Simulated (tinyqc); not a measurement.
From results back to parameters: Koster-Slater impurity in an sp3s* host.

Problem. In the Koster-Slater model a defect shifts the s level of its site by Vs and the p levels by Vp; an A1 level solves 1/Vs = G_s(E) and a T2 level 1/Vp = G_p(E), E from the top of the valence band. A defect has an A1 level at E = 2.6372 eV, one of the energies of the table, and a T2 level at 2.6372 eV.

G(E) of the host (1/eV):
```
E (eV)         G_s         G_p
0.0000  -0.0040357   0.0477962
0.6593  -0.0082659   0.0297258
1.3186  -0.0128437   0.0173704
1.9779  -0.0180070   0.0069702
2.6372  -0.0240998  -0.0028047
3.2965  -0.0317052  -0.0128970
3.9558  -0.0419897  -0.0245150
4.6151  -0.0579683  -0.0403730
5.2744  -0.0956850  -0.0757480
```

Find: Vs, Vp.

Solution. Read G_s and G_p at the two energies and invert them. Vs is attractive and pulls its level down from the conduction bands. Vp is attractive and pulls its level down from the conduction bands.

Vs, Vp (eV): -41.5  -356.5

Computed by tinyqc, a small Python program: `OMP_NUM_THREADS=1 python tinyqc.py 1482889 1482890 out.jsonl` (the numbers bound the seed that draws the inputs); one thread of a shared host (Intel(R) Xeon(R) Processor @ 2.30GHz), about 0.01 s for the whole set of steps.
